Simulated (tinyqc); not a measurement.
Worked calculation: short-period [001] superlattice in sp3s* tight binding. Values are carried at full precision from step to step, so a last printed digit may differ when a step is redone from the rounded ones.

sp3s* tight binding, nearest neighbours only: anion (a) at 0, cation (c) at a/4 (1,1,1), orbitals s, px, py, pz, s* on each; k in units of 2 pi/a. With phases e_j = exp(i (pi/2) k.n_j) for n = (1,1,1), (1,-1,-1), (-1,1,-1), (-1,-1,1): g0 = (e1+e2+e3+e4)/4, g1 = (e1+e2-e3-e4)/4, g2 = (e1-e2+e3-e4)/4, g3 = (e1-e2-e3+e4)/4. The diagonal holds the levels Esa, Epa, Exa (s*) and Esc, Epc, Exc. Anion-cation block: <sa|sc> = Vss g0; <sa|xc> = Vsapc g1; <xa|sc> = -Vscpa g1; <xa|xc> = Vxx g0; <xa|yc> = <ya|xc> = Vxy g3, <xa|zc> = <za|xc> = Vxy g2, <ya|zc> = <za|yc> = Vxy g1; <s*a|xc> = Vxapc g1; <xa|s*c> = -Vpaxc g1; y and z take g2 and g3 in place of g1; s-s* and s*-s* vanish.

Inputs chosen for the exercise (A near a published set for GaAs, B for AlAs; the results hold for these values, not for the real material):
```
symbol  value                                                                                          unit  meaning
pA      (-8.352, 1.038, -2.661, 3.672, 8.584, 6.756, -6.44, 1.957, 5.063, 4.474, 5.774, 4.847, 4.804)  eV    order Esa, Epa, Esc, Epc, Exa, Exc, Vss, Vxx, Vxy, Vsapc, Vscpa, Vxapc, Vpaxc
pB      (-7.512, 0.985, -1.161, 3.591, 7.502, 6.728, -6.652, 1.88, 4.292, 5.103, 5.506, 4.527, 4.98)   eV    the same for B
dEv     0.48                                                                                           eV    valence offset: Ev(B) lies this far below Ev(A)
n       1                                                                                                    monolayers of A
m       1                                                                                                    monolayers of B
```

## Band line-up of the two bulk crystals

Edges on the common scale: Ev, the conduction level at Gamma, the minimum on (kx,0,0) for kx from 0.5 to 1, and the level at X.

Edges (eV):
```
crystal       Ev   Gamma  Delta minimum       X
A         0.0000  1.5380         2.0255  2.0255
B        -0.4800  2.5540         1.7935  1.8220
```

For Gamma electrons A is the well, 1.016 eV deep; for X electrons B is, 0.203 eV deep; holes sit in A.

## Shifted levels

Planes alternate anion, cation along [001], a/4 apart; at zero in-plane momentum s, pz, s* form one block. All levels of A are shifted so that its Ev (lower root of [[Epa, Vxx], [Vxx, Epc]]) is 0, and those of B so that its Ev is -dEv. A monolayer is an anion plane and the cation plane above it; an anion between unlike cations takes the mean of the two anion levels; each bond takes the couplings of its cation. Block from an anion to the cation above: U with Vss/2 (s,s), Vsapc/2 (s,z), -Vscpa/2 (z,s), Vxx/2 (z,z), Vxapc/2 (s*,z), -Vpaxc/2 (z,s*); to the cation below: the same with the s-z and s*-z signs reversed. The cell of n + m monolayers is closed with the phase exp(2 pi i q). No spin-orbit coupling. In this block 2 (n + m) levels are filled.

Parameters in the order Esa, Epa, Esc, Epc, Exa, Exc, Vss, Vxx, Vxy, Vsapc, Vscpa, Vxapc, Vpaxc. Find Ev of each set and shift the levels.

Ev before the shift (eV): A -0.0039, B 0.0006

Levels (eV):
```
plane                  s       p      s*
anion A          -8.3481  1.0419  8.5879
cation A         -2.6571  3.6759  6.7599
anion B          -7.9926  0.5044  7.0214
cation B         -1.6416  3.1104  6.2474
interface anion  -8.1704  0.7731  7.8046
```

## The matrix for n = 1, m = 1 at q = 0

Planes in the order a1, c1, a2, c2, ...; the A cations come first.

H (eV), rows sa1, za1, *a1, sc1, zc1, *c1, sa2, za2, *a2, sc2, zc2, *c2 and columns alike:
```
[[-8.170, 0, 0, -3.220, 2.237, 0, 0, 0, 0, -3.326, -2.551, 0],
 [0, 0.773, 0, -2.887, 0.979, -2.402, 0, 0, 0, 2.753, 0.940, 2.490],
 [0, 0, 7.805, 0, 2.424, 0, 0, 0, 0, 0, -2.264, 0],
 [-3.220, -2.887, 0, -2.657, 0, 0, -3.220, 2.887, 0, 0, 0, 0],
 [2.237, 0.979, 2.424, 0, 3.676, 0, -2.237, 0.979, -2.424, 0, 0, 0],
 [0, -2.402, 0, 0, 0, 6.760, 0, 2.402, 0, 0, 0, 0],
 [0, 0, 0, -3.220, -2.237, 0, -8.170, 0, 0, -3.326, 2.551, 0],
 [0, 0, 0, 2.887, 0.979, 2.402, 0, 0.773, 0, -2.753, 0.940, -2.490],
 [0, 0, 0, 0, -2.424, 0, 0, 0, 7.805, 0, 2.264, 0],
 [-3.326, 2.753, 0, 0, 0, 0, -3.326, -2.753, 0, -1.642, 0, 0],
 [-2.551, 0.940, -2.264, 0, 0, 0, 2.551, 0.940, 2.264, 0, 3.110, 0],
 [0, 2.490, 0, 0, 0, 0, 0, -2.490, 0, 0, 0, 6.247]]
```

## Levels of the small cell

Diagonalise (s, pz, s* block of a cell with n = 1, m = 1; px and py are apart). The lowest 4 levels are filled. Give the share of the cation weight of the lowest empty level that lies on the A cations, c1.

levels (eV): [-12.372, -10.059, -7.244, -0.238, 1.895, 1.927, 2.443, 4.407, 6.507, 7.805, 10.082, 11.157]

share on A cations = 0.815

The lowest empty level is number 5, at 1.895 eV.

## Checks

- Cell of two equal monolayers against the bulk levels at Gamma and X: they agree to 1e-10 or better.

Program tinyqc; command `OMP_NUM_THREADS=1 python tinyqc.py 1451456 1451457 out.jsonl`; about 0.3 s on one thread of a shared Intel(R) Xeon(R) Processor @ 2.30GHz.
